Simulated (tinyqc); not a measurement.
Inside a calculation. Model: hexagonal on-chip spiral inductor, lumped pi model.

Numbers from tinyqc (`OMP_NUM_THREADS=1 python tinyqc.py 2302115 2302116 out.jsonl`; about 0.01 s on one thread of a shared Intel Xeon 2.30GHz). Printed values are rounded.

Outer diameter do = di + 2 n wd + 2 (n - 1) sp, mean da = (do + di)/2, fill p = (do - di)/(do + di), length l = 3.464 n da. L = 2.33 mu0 n^2 da/(1 + 3.82 p), mu0 = 4 pi 1e-7 H/m. Rs = rho l/(wd delta (1 - exp(-th/delta))), delta = sqrt(rho/(pi f mu0)). Cs = n wd^2 eps0 eo/hu across the coil. At each end Cox = l wd eps0 eo/(2 ho) leads to the substrate branch Rsi = 2 rs he/(l wd) in parallel with Csi = l wd eps0 11.7/(2 he). With one end grounded Y = 1/(Rs + i w L) + i w Cs + 1/[1/(i w Cox) + 1/(1/Rsi + i w Csi)], w = 2 pi f; Q = -Im Y/Re Y. Eddy currents in neighbouring turns and in the substrate are left out.

Parameters, values chosen for the exercise; values of the order met in silicon radio-frequency processes: number of turns n = 2.5; line width wd = 4 um; space between turns sp = 2 um; inner diameter di = 40 um; metal thickness th = 4 um; metal resistivity rho = 2.2 uohm cm; oxide below the coil ho = 8.1 um; oxide between coil and underpass hu = 1.4 um; relative permittivity of the oxide eo = 3.9; substrate resistivity rs = 100 ohm cm; effective spreading depth in the substrate he = 50 um; frequency f = 2.9 GHz.

Constants: eps0 = 8.8541878128e-12 F/m. Results are converted to the units shown.

## Geometry and model elements

do, l, L, delta, Rs, Cs, Cox, Rsi and Csi as defined.

do = 66 um
l = 458.9800 um
L = 0.5007215 nH
delta = 1.386221 um
Rs = 1.928729 ohm
Cs = 0.9866095 fF
Cox = 3.913380 fF
Rsi = 54468.60 ohm
Csi = 1.901903 fF

Rs is 3.06 times the direct-current value in this empirical form, which overstates the skin effect of a flat slab when delta is near th and so stands in for some current crowding.

## Admittance, quality factor and apparent inductance

Series branch 1/(Rs + i w L), substrate branch, total Y, Q = -Im Y/Re Y, apparent inductance Im(1/Y)/w, metal-only value w L/Rs, share of the loss in the substrate Re(substrate branch)/Re Y.

series branch = 22.1787-104.9154i mS
substrate branch = 0.00807180+0.02471955i mS
Y = 22.1868-104.8727i mS
Q = 4.726809
apparent inductance = 0.5008923 nH
w L/Rs = 4.730455
share of the loss in the substrate = 0.03638114 %

Q is 99.9 % of the metal-only value.
